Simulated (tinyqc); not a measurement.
# Charge centroid from charge and shift

Problem. A sheet of N electrons in the storage layer of a charge-trap cell shifts the threshold by U = (q/eps0) N (tb/eb + xc tn/en). Find xc and the distance xc tn from the blocking layer.

Parameters, values chosen for the exercise: storage layer tn = 5.8 nm; its relative permittivity en = 7.3; blocking layer tb = 8 nm; its relative permittivity eb = 3.9.

Constants: q = 1.602176634e-19 C, eps0 = 8.8541878128e-14 F/cm where lengths are in cm. Results are converted to the units shown.

N = 3.9e12 cm^-2
U = 1.7055328 V

Solution. U eps0/(q N) is the electrical distance from the gate; subtract that of the blocking layer.

xc = 0.4600
distance = 2.668 nm

Numbers from tinyqc (`OMP_NUM_THREADS=1 python tinyqc.py 2130108 2130109 out.jsonl`; about 0.1 s on one thread of a shared Intel Xeon 2.30GHz).
